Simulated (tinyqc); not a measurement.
From results back to parameters: deformation-potential model of the L valleys of a conduction band. Three cases, with inputs chosen for the exercise.

Problem. An ellipsoidal valley with ml > mt has the density-of-states mass m_d = (ml mt^2)^(1/3) and, averaged over equivalent valleys, the conductivity mass m_c = 3/(1/ml + 2/mt).

Find: K = ml/mt; mt; ml.

Method. With K = ml/mt, m_d/m_c = K^(1/3) (2 + 1/K)/3, which rises steadily for K > 1 and so fixes K; then mt = m_d K^(-1/3) and ml = K mt.

Case 1.

m_d = 0.2211709 m0
m_c = 0.1199436 m0

Solution.

K = ml/mt = 19.622
mt = 0.082 m0
ml = 1.609 m0

Case 2.

m_d = 0.2170315 m0
m_c = 0.1157097 m0

Solution.

K = ml/mt = 20.734
mt = 0.079 m0
ml = 1.638 m0

Case 3.

m_d = 0.2270012 m0
m_c = 0.1242386 m0

Solution.

K = ml/mt = 19.047
mt = 0.085 m0
ml = 1.619 m0

Computed by tinyqc, one run a case: `OMP_NUM_THREADS=1 python tinyqc.py N N+1 out.jsonl` with N = 1081363, 1081416, 1081463; one thread of a shared Intel(R) Xeon(R) Processor @ 2.30GHz, about 0.05 s a run at most.
